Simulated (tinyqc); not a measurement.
Inside a calculation: Gamma, L and X subbands of a thin body with non-parabolic valleys. Values are carried at full precision from step to step, so a last printed digit may differ when a step is redone from the rounded ones.

Hard walls, flat band, c = hbar^2/2m0, energies from the bulk Gamma edge. For a valley at angle theta to the normal 1/m_z = cos^2/ml + sin^2/mt and m_d = sqrt(ml mt^2/m_z). Subband n starts at E_v + e with e (1 + a e) = c (n pi/t)^2/m_z, and its density-of-states mass is taken as m_d (1 + 2 a e), without further growth at higher in-plane energy. Groups are named by valley and degeneracy.

Constants: hbar^2/2m0 = 3.80998211 eV angstrom^2; kB = 8.617333262e-05 eV/K.

Parameters, chosen for this exercise (near those of a thin GaAs channel; not measured data):
- face = 110 (surface)
- mG = 0.0662 m0 (Gamma mass)
- aG = 0.57 1/eV (Gamma non-parabolicity)
- EL = 0.248 eV (L edge above Gamma)
- mL = (1.93, 0.076) m0 (L valleys (four, along <111>): ml, mt)
- EX = 0.411 eV (X edge above Gamma)
- mX = (1.337, 0.234) m0 (X valleys (three, along <100>): ml, mt)
- aS = 0.47 1/eV (non-parabolicity of L and X)
- t = 24 angstrom (body thickness)
- Ns = 5 x 1e12/cm^2 (sheet density)
- T = 300 K (temperature)
- eot = 13 angstrom (equivalent oxide thickness)

## Valley groups

List degeneracy, edge, m_z, m_d and a.

Groups:
```
group  g  E_v (eV)     m_z     m_d  a (1/eV)
G1     1     0.000  0.0662  0.0662      0.57
L2     2     0.248  0.2114  0.2297      0.47
L2'    2     0.248  0.0760  0.3830      0.47
X2     2     0.411  0.3983  0.4287      0.47
X1     1     0.411  0.2340  0.5593      0.47
```

## Subband edges

n = 1 to 8 for each group; list the ten lowest.

Subbands:
```
subband  g  E (eV)  DOS mass
L2 n=1   2  0.5217    0.2887
X2 n=1   2  0.5639    0.4904
X1 n=1   1  0.6607    0.6906
G1 n=1   1  0.7038    0.1193
L2' n=1  2  0.9045    0.6193
X2 n=2   2  0.9367    0.6406
L2 n=2   2  1.1234    0.4186
X1 n=2   1  1.2196    0.9845
X2 n=3   2  1.4137    0.8328
L2 n=3   2  1.8387    0.5731
```

The lowest subband is L2 n=1, 42 meV below X2 n=1; in the bulk the lowest valley is Gamma.

## Filling and quantum capacitance

n_i = g m/(2 pi c) kB T ln(1 + exp((EF - E_i)/kB T)), sum n_i = Ns (1e12/cm^2 = 1e-4/angstrom^2), c = hbar^2/2m0. Quantum capacitance Cq = 1602.176634 sum g m/(2 pi c) f_i in microfarad/cm^2 with f_i = 1/(1 + exp((E_i - EF)/kB T)); Cox = 34.5313/eot (one gate); C/Cox = Cq/(Cq + Cox), the centroid term left out.

Over the ten listed subbands, named by valley (G, L, X), degeneracy and number.

EF = 0.5145 eV

n_i in the order of the list (1e12/cm^2): [3.514, 1.459, 0.026, 0.001, 0.000, 0.000, 0.000, 0.000, 0.000, 0.000]

Cq = 25.26 microfarad/cm^2
Cox = 2.656 microfarad/cm^2
C/Cox = 0.905

EF lies 7 meV below the lowest edge; Gamma holds 0 % of the electrons. The density of states is ample: only 10 % of the gate capacitance is lost.

## Checks

- Cq against the slope dNs/dEF by finite differences, microfarad/cm^2: both 25.26.

Computed by tinyqc, a small Python program: `OMP_NUM_THREADS=1 python tinyqc.py 1281878 1281879 out.jsonl` (the numbers bound the seed that draws the inputs); one thread of a shared host (Intel(R) Xeon(R) Processor @ 2.30GHz), about 0.04 s for the whole set of steps.
